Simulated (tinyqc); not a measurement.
Avalanche multiplication and breakdown of a junction from ionisation integrals: one step, computed by the program tinyqc.

Ionisation coefficients follow the local field. Position x runs through the depletion layer from the p side (x = 0), where electrons enter, to the n side (x = w), where holes enter. The built-in voltage is neglected.

Task: Coefficients at the critical field. alpha_n = a_n exp(-(b_n/F)^c), alpha_p = a_p exp(-(b_p/F)^c).

Inputs (values chosen for the exercise, modelled on InP):
```
quantity                   value  unit
electron prefactor a_n  5.59e+06  1/cm
electron field b_n      3.14e+06  V/cm
hole prefactor a_p      1.81e+06  1/cm
hole field b_p           2.3e+06  V/cm
exponent c                     1     -
```

Junction: linearly graded.

critical field F_m = 0.4031501 MV/cm

Give: alpha_n; alpha_p; ratio k = alpha_p/alpha_n; shorter ionisation length.

Result:

alpha_n = 2317 1/cm

alpha_p = 6026 1/cm

ratio k = alpha_p/alpha_n = 2.601

shorter ionisation length = 1.660 micrometre

Holes ionise more readily at the peak field.
